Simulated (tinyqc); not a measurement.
What each parameter does: k.p values derived from sp3s* tight binding at Gamma.

At Gamma the states are two-level mixtures: s-like S+ (upper) and S- (lower) from [[Esa, Vss], [Vss, Esc]], p-like P- (valence) and P+ from [[Epa, Vxx], [Vxx, Epc]], and the bare s* levels. With real k in 1/angstrom and kz = 0, the phase sums over the four bonds are g0 = 1 - (a k/4)^2/2, g1 = i a kx/4, g3 = -(a/4)^2 kx ky to second order. Each mixture is written (anion, cation) with the anion part positive. c = hbar^2/2m0. No spin-orbit coupling.

Recipe: P = (a/4)(sa pc Vsapc + sc pa Vscpa) between an s and a p state ((a/4) pc Vxapc and (a/4) pa Vpaxc for s*), Ep = P^2/c for S+ to P-; m0/m = [-(a/4)^2 sa sc Vss + sum P^2/(E(S+) - E(P))]/c; L = d0 + F, M = d0 + H1, N = dN + F + H1 with d0 = -(a/4)^2 pa pc Vxx, dN = -2 (a/4)^2 pa pc Vxy, F = sum P^2/(E(P-) - E(s)) over the four s-like states, H1 = Q^2/(E(P-) - E(P+)), Q = (a/4) Vxy (pa p'c - pc p'a); g1 = -(L + 2M)/(3c), g2 = -(L - M)/(6c), g3 = -N/(6c).

Constants: hbar^2/2m0 = 3.80998211 eV angstrom^2.

Inputs chosen for the exercise (near a published set for GaAs, fitted to gaps, whose masses and valley positions are rough; the results hold for these values, not for the real material): a = 5.658 angstrom (lattice constant); Esa = -8.252 eV (s level of the anion); Epa = 1.056 eV (p level of the anion); Esc = -2.682 eV (s level of the cation); Epc = 3.668 eV (p level of the cation); Exa = 8.572 eV (s* level of the anion); Exc = 6.836 eV (s* level of the cation); Vss = -6.421 eV (s-s); Vxx = 1.937 eV (px-px); Vxy = 5.106 eV (px-py); Vsapc = 4.419 eV (s anion, p cation); Vscpa = 5.796 eV (s cation, p anion); Vxapc = 4.825 eV (s* anion, p cation); Vpaxc = 4.74 eV (p anion, s* cation).

The recipe applied anew. Each row changes one parameter from the base and keeps the others.

Results:
```
case,EG (eV),Ep (eV),m (m0),g1,g2,g3
base,1.5061,15.408,0.1152,5.481,1.486,2.093
Vpaxc = 4.59 eV,1.5061,15.408,0.1152,5.453,1.472,2.079
Exc = 6.686 eV,1.5061,15.408,0.1152,5.491,1.491,2.098
Exa = 8.722 eV,1.5061,15.408,0.1152,5.479,1.485,2.092
Vsapc = 4.569 eV,1.5061,15.629,0.1133,5.532,1.512,2.118
Vscpa = 5.646 eV,1.5061,14.785,0.1209,5.345,1.418,2.025
a = 5.708 angstrom,1.5061,15.682,0.1132,5.579,1.513,2.130
Esa = -8.102 eV,1.5516,15.378,0.1197,5.374,1.433,2.039
```

The largest shifts from the base row, up to three for each result and ties (the steps differ in size, so this ranks the rows, not the parameters). EG (eV): Esa +0.0455; unchanged at the printed digits by Vpaxc, Exc, Exa, Vsapc, Vscpa and a. Ep (eV): Vscpa -0.623, a +0.274, Vsapc +0.221; unchanged at the printed digits by Vpaxc, Exc and Exa. m (m0): Vscpa +0.0057, Esa +0.0045, a -0.0020; unchanged at the printed digits by Vpaxc, Exc and Exa. g1: Vscpa -0.136, Esa -0.108, a +0.097. g2: Vscpa -0.068, Esa -0.054, a +0.026. g3: Vscpa -0.068, Esa -0.054, a +0.037. Vpaxc, Exc and Exa act through the s* states, which enter F alone and leave EG, Ep and m.

tinyqc: `OMP_NUM_THREADS=1 python tinyqc.py 1480974 1480975 out.jsonl`; about 0.01 s, one thread, shared Intel(R) Xeon(R) Processor @ 2.30GHz.
